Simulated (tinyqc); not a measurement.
Binding against well width: donor or exciton in a quantum well (variational effective-mass method). Computed by tinyqc, a small Python program. Command: `OMP_NUM_THREADS=1 python tinyqc.py 3016733 3016734 out.jsonl welldonor walk`. One thread of a shared host (Intel(R) Xeon(R) Processor @ 2.30GHz), about 0.2 s of CPU time with the checks.

H = -nabla^2 - 2/|r - r_i| + V(z) in effective units; trial function psi = f(z) exp(-|r - r_i|/lambda), f the ground state of the well. Mass and screening are the same in well and barrier; l = L/a* is the width in effective units. Bands are flat: no polarisation or applied field.

Inputs (values chosen for the exercise, for a model semiconductor):
```
quantity,value,unit
electron mass m,0.085,m_0
dielectric constant eps,13.6,-
well width L,10,nm
donor position z_i/L from the centre,0.5,-
barrier height V_0,0.15,eV
```

Centre: donor. Barriers: finite.

Constants: Ry = 13.605693123 eV; a_0 = 0.529177210903 angstrom.

Method:
- Ry* = Ry m/eps^2, a* = a_0 eps/m; l = L/a*.
- k solves k tan(k l/2) = sqrt(v - k^2), v = V_0/Ry*, 0 < k l/2 < pi/2 (bisection); f = cos(k z) inside and cos(k l/2) exp(-kappa (|z| - l/2)) outside, kappa = sqrt(v - k^2); subband energy k^2 Ry*.
- Binding E_b(lambda) = -1/lambda^2 + 4 A/(lambda B), with A = int f^2 exp(-2 s/lambda) dz, B = int f^2 exp(-2 s/lambda)(1 + 2 s/lambda) dz and s = |z - z_i|; 40 Gauss-Legendre points on each piece between the walls at z = -l/2 and l/2 and z_i, and out to 12/(kappa + 1/lambda) beyond the walls.
- Each row maximises over lambda (golden section, 0.3 to 4).

a* = 8.46684 nm

Ry* = 6.25262 meV

Against width:
```
L (nm),lambda (a*),binding (Ry*),binding (meV)
0.8,0.9077,1.7093,10.688
1.5,0.8660,1.9426,12.146
3.0,0.8941,1.9322,12.081
5.5,1.0297,1.6063,10.044
10.0,1.2646,1.1971,7.485
18.0,1.5659,0.8535,5.336
32.0,1.8659,0.6043,3.778
```

The binding peaks at 1.943 Ry* near L = 1.5 nm: in narrower wells the envelope leaks into the barriers and returns towards three dimensions. In the widest well it is 0.604 Ry*; below 1 because the donor is on the wall, where the envelope is small. Rows under about 2 nm are a few atomic layers, where the envelope model is only a guide.

Extremes, crossings and ranges named in words are read from the listed rows.
